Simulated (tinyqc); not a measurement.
Changing the ground-state phonon hbar omega_g: configuration-coordinate model of a defect: Huang-Rhys factor and luminescence line shape. Computed by tinyqc, a small Python program. Command: `OMP_NUM_THREADS=1 python tinyqc.py 3012408 3012409 out.jsonl ccline sweep`. One thread of a shared host (Intel(R) Xeon(R) Processor @ 2.30GHz), about 0.05 s of CPU time with the checks.

Ground state E_g(Q) = (1/2) omega_g^2 Q^2; excited state E_e(Q) = E_0 + (1/2) omega_e^2 (Q - dQ)^2 with omega_e = omega_g and E_0 = E_ZPL. Q is mass-weighted; the dipole does not depend on Q (Condon approximation).

Inputs (values chosen for the exercise, for a model defect in a wide-gap host): zero-phonon energy E_ZPL = 1.77 eV; displacement dQ = 1.16 u^(1/2) angstrom; temperature T = 20 K.

Modes: equal frequencies in both states.

Constants: hbar^2/u = 4.18015928e-03 eV angstrom^2; k_B = 8.617333262e-05 eV/K.

Method:
- S = hbar omega dQ^2/(2 hbar^2/u) for each state; relaxation energy S hbar omega; absorption at E_0 + S_e hbar omega_e, emission at E_0 - S_g hbar omega_g; the Stokes shift is their difference.
- Overlaps <m_e|n_g> of harmonic-oscillator functions (Hermite recursion, positive leading coefficients) by a sum over an even grid (700 points from x = -9 to 9 + d for the small table, 1500 points from -16 to 16 + d for the thermal sums), with x = Q sqrt(omega_g/hbar), d = sqrt(2 S_g) and frequency ratio omega_e/omega_g.
- Initial levels m = 0..24 carry Boltzmann weights exp(-m hbar omega_e/k_B T), normalised; final levels n = 0..79; a line lies at E_ZPL + m hbar omega_e - n hbar omega_g with weight w_m <m|n>^2. Moments are taken over these weights without the E^3 factor; FWHM = 2 sqrt(2 ln 2) x standard deviation; the zero-phonon weight is the sum of w_m <m|m>^2.

One run for each value:
```
ground-state phonon hbar omega_g (meV)     S_g  Stokes shift (eV)  FWHM from the second moment (eV)  zero-phonon weight
14                                      2.2533            0.06309                           0.04950          1.0507e-01
17                                      2.7362            0.09303                           0.06622          6.4825e-02
21                                      3.3800            0.14196                           0.09091          3.4049e-02
25                                      4.0238            0.20119                           0.11809          1.7885e-02
30                                      4.8285            0.28971                           0.15523          7.9983e-03
37                                      5.9552            0.44068                           0.21262          2.5924e-03
44                                      7.0818            0.62320                           0.27573          8.4023e-04
53                                      8.5304            0.90422                           0.36452          1.9738e-04
```

Over the rows, S_g rises from 2.25 to 8.53 (exponent d ln y / d ln x about 1.00 throughout); Stokes shift (eV) rises from 0.0631 to 0.904 (exponent d ln y / d ln x about 2.0 throughout); FWHM from the second moment (eV) rises from 0.0495 to 0.365 (exponent d ln y / d ln x about 1.5 throughout). The exponent of S_g stays at 1: S goes as omega at fixed dQ.

Caution (rows 14.0, 17.0): for small S the spectrum is a set of resolved lines, and a Gaussian width has little meaning.
